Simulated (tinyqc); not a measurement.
Drifting, spreading and decaying minority pulse (Haynes-Shockley), explicit time steps: one step of the calculation.

Low injection in a uniform field: dn/dt = D d2n/dx2 - v dn/dx - n/tau with D = mu Vt and v = mu F towards +x. Exact solution on an infinite bar for a Gaussian start at x0: n = N0 exp(-t/tau) exp(-(x - x0 - v t)^2/(2 s^2))/sqrt(2 pi s^2), s^2 = s0^2 + 2 D t.

Task. Coefficients of the scheme. Exponentially fitted fluxes: d = F hx/Vt, B(d) = d/(exp(d) - 1), k = D dt/hx^2; (L n)_i = a n_(i-1) + b n_i + c n_(i+1) with a = k B(-d), c = k B(d), b = -a - c - dt/tau. Explicit steps keep n positive for dt up to 1/[(D/hx^2)(B(d) + B(-d)) + 1/tau].

Parameters, values chosen for the exercise; mobility close to that of gallium arsenide at room temperature: temperature T = 300 K; minority-carrier mobility mu = 8150 cm^2/(V s); sweep field along the drift F = 19 V/cm; mesh step hx = 13 um; lifetime tau = 3.2e-8 s; time step dt = 5e-9 s.

Constants: q = 1.602176634e-19 C, kB = 1.380649e-23 J/K, Vt = kB T/q. Results are converted to the units shown.

Find: D; v; d; a; b; c; positivity limit of dt.

Result.

D = 210.7 cm^2/s
v = 1.548e5 cm/s
d = 0.9554
a = 0.9679
b = -1.496
c = 0.3723
positivity limit of dt = 3.341e-9 s

tinyqc, about 0.01 s, one thread, Intel Xeon 2.30GHz (shared host): `OMP_NUM_THREADS=1 python tinyqc.py 2310132 2310133 out.jsonl`
